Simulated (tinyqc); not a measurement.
Frequency dispersion of an accumulation capacitance by border traps, distributed model: two steps of the calculation.

Traps spread evenly through the insulator exchange electrons with the semiconductor by tunnelling, with tau(x) = t0 exp(2 ka x) at depth x from the interface. The admittance per area Y seen at depth x obeys dY/dx = -Y^2/(i w eps0 eox) + q Nb ln(1 + i w tau)/tau, with Y(0) = i w Cs and w = 2 pi f; the gate sees Y(tox) = G + i w C. Working variable y = Y/(i w), in uF/cm^2. Cox = eps0 eox/tox.

Values chosen for this exercise; permittivity close to that of aluminium oxide: relative permittivity of the insulator eox = 8.6; insulator thickness tox = 11 nm; semiconductor capacitance in accumulation Cs = 0.79 uF/cm^2; density of border traps Nb = 8.4e19 cm^-3 eV^-1; decay constant of the wave function in the insulator ka = 6.1 1/nm; time constant of a trap at the interface t0 = 9e-11 s; frequency f = 100 Hz; depth down to which the steps are taken xe = 1.8 nm.

Constants: q = 1.602176634e-19 C, eps0 = 8.8541878128e-14 F/cm where lengths are in cm. Results are converted to the units shown.

Question 1. Scales and lumped estimate. Cox; trap-free value 1/(1/Cox + 1/Cs); response depth d = ln(1/(w t0))/(2 ka), where w tau = 1; lumped estimate: all traps within d act as C_bt = q Nb d placed at d/2, so C = 1/{1/[1/(1/Cs + d/(2 eps0 eox)) + C_bt] + (tox - d/2)/(eps0 eox)}.

Wanted: Cox; trap-free C; d; C_bt; lumped C.

Answer 1.

Cox = 0.6922 uF/cm^2
trap-free C = 0.3689 uF/cm^2
d = 1.368 nm
C_bt = 1.841 uF/cm^2
lumped C = 0.5739 uF/cm^2

The traps within reach amount to 2.33 Cs and lie in the first 12.4 % of the insulator.

Question 2. Midpoint steps through the active depth. In terms of y: dy/dx = -y^2/(eps0 eox) + s(x), s = q Nb ln(1 + z)/z, z = i w tau. 9 midpoint steps of h = xe/9: y_half = y + (h/2) y'(x, y), y(new) = y + h y'(x + h/2, y_half).

Wanted: x; s; y.

Answer 2.

| point | x (nm) | s (uF/(cm^2 nm)) | y (uF/cm^2) |
|---|---|---|---|
| 0 | 0 | 1.346+0.000i | 0.790+0.000i |
| 1 | 0.2000 | 1.346+0.000i | 1.037+0.000i |
| 2 | 0.4000 | 1.346+0.000i | 1.271+0.000i |
| 3 | 0.6000 | 1.346+0.000i | 1.490+0.000i |
| 4 | 0.8000 | 1.346-0.001i | 1.692+0.000i |
| 5 | 1.000 | 1.346-0.008i | 1.877+0.000i |
| 6 | 1.200 | 1.338-0.086i | 2.045-0.005i |
| 7 | 1.400 | 0.888-0.527i | 2.180-0.058i |
| 8 | 1.600 | 0.120-0.225i | 2.126-0.133i |
| 9 | 1.800 | 0.011-0.036i | 2.021-0.136i |

tinyqc, about 0.6 s, one thread, Intel Xeon 2.30GHz (shared host): `OMP_NUM_THREADS=1 python tinyqc.py 2202118 2202119 out.jsonl`
